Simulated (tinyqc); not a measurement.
Joule-heated wire on a substrate, fin equation: one step of the calculation.

A wire of length L loses heat along itself to two contacts and sideways to the substrate: kap A theta'' - g theta + p = 0 with theta = T - T0 and p = p0. The ends are held at T0. Constant conductivity, diffusive heat flow.

Question. The tridiagonal system. Nodes x_i = i h, h = L/12; box widths w_i = h (h/2 at the ends); c = kap A/h; equation of node i: -c theta_(i-1) + d_i theta_i - c theta_(i+1) = b_i with d_i = 2 c + g w_i, b_i = p(x_i) w_i; theta = 0 at the end nodes.

Parameters, values chosen for the exercise: conductivity along the wire kap = 220 W/(m K); cross-section A = 890 nm^2; conductance per length to the substrate g = 0.12 W/(m K); length between the contacts L = 4200 nm; thermal resistance of each contact Rc = 0 K/uW; heating per length p0 = 0.024 uW/nm.

Wanted: c; d; b.

Answer.

c = 0.55943 uW/K

```
node  d (uW/K)  b (uW)
1       1.1609  8.4000
2       1.1609  8.4000
3       1.1609  8.4000
4       1.1609  8.4000
5       1.1609  8.4000
6       1.1609  8.4000
7       1.1609  8.4000
8       1.1609  8.4000
9       1.1609  8.4000
10      1.1609  8.4000
11      1.1609  8.4000
```

tinyqc, about 0.01 s, one thread, Intel Xeon 2.30GHz (shared host): `OMP_NUM_THREADS=1 python tinyqc.py 2520136 2520137 out.jsonl`
